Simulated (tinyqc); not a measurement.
## Ballast resistance and gain from the on-state line

Problem. At high current V = BV (1 + be)^(-1/n) + I Ro. Find Ro, the intercept and be.

Parameters, values chosen for the exercise:
- BV = 9.1 V (junction breakdown voltage)
- n = 3.2 (exponent of the multiplication)

V at I = 3.3 and 6.6 mA/um (V): [5.2043442, 5.9633442]

Answer. The slope is Ro; the intercept over BV is (1 + be)^(-1/n).

Ro = 230 ohm um
intercept = 4.45 V
be = 8.90

Computed by the program tinyqc: `OMP_NUM_THREADS=1 python tinyqc.py 2670025 2670026 out.jsonl`, one thread of a shared Intel Xeon 2.30GHz, about 0.01 s for the whole run.
